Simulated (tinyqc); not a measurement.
Changing the time t: equilibrium crystal shape, supported particles, Gibbs-Thomson effect and coarsening. Computed by tinyqc, a small Python program. Command: `OMP_NUM_THREADS=1 python tinyqc.py 3012898 3012899 out.jsonl wulff sweep`. One thread of a shared host (Intel(R) Xeon(R) Processor @ 2.30GHz), about 0.1 s of CPU time with the checks.

A cubic crystal bounded by {100}, {110} and {111} facets only.

Inputs (values chosen for the exercise, modelled on gold):
```
quantity                                value        unit
atomic volume Omega                     16.95  angstrom^3
temperature T                             700           K
precipitate interface energy gamma_i     0.21       J/m^2
solubility x_inf at a flat interface  8.8e-05           -
diffusivity D                         4.3e-20       m^2/s
mean radius at the start r0               3.1          nm
```

Surface energies: given.

surface energies gamma(100), gamma(110), gamma(111) (J/m^2): 1.3  1.37  1.09

Constants: k_B = 1.380649e-23 J/K.

Method. The energies and Omega are given. Spherical precipitates of nearly pure solute with atomic volume Omega: x(r) = x_inf exp(l/r), l = 2 gamma_i Omega/(k_B T). Diffusion-limited coarsening at small volume fraction (Lifshitz-Slyozov-Wagner): r^3 = r0^3 + K t, K = (4/9) D x_inf l; the number density falls as (r0/r)^3. The steady size distribution is assumed from the start, and D and x_inf are inputs that do not follow T.

One run for each value:
```
time t (s)  mean radius at t (nm)  number density over its start
8.00e+05                    3.134                     9.6780e-01
3.30e+06                    3.236                     8.7933e-01
1.40e+07                    3.612                     6.3204e-01
5.80e+07                    4.667                     2.9310e-01
2.40e+08                    6.890                     9.1074e-02
1.00e+09                   10.825                     2.3483e-02
4.20e+09                   17.361                     5.6931e-03
1.70e+10                   27.628                     1.4126e-03
7.20e+10                   44.685                     3.3389e-04
```

Over the rows, mean radius at t (nm) rises from 3.13 to 44.7 (exponent d ln y / d ln x 0.023 between the first rows and 0.33 between the last); number density over its start falls from 0.968 to 3.34e-4 (exponent d ln y / d ln x -0.068 between the first rows and -1.00 between the last). At the high end the exponent of mean radius at t is 0.33, close to 0.33: the cube-root law of coarsening. At the low end the exponent of mean radius at t is 0.02, close to 0: K t is still small against r0^3. At the high end the exponent of number density over its start is -1.00, close to -1: at fixed volume fraction the number goes as 1/r^3.
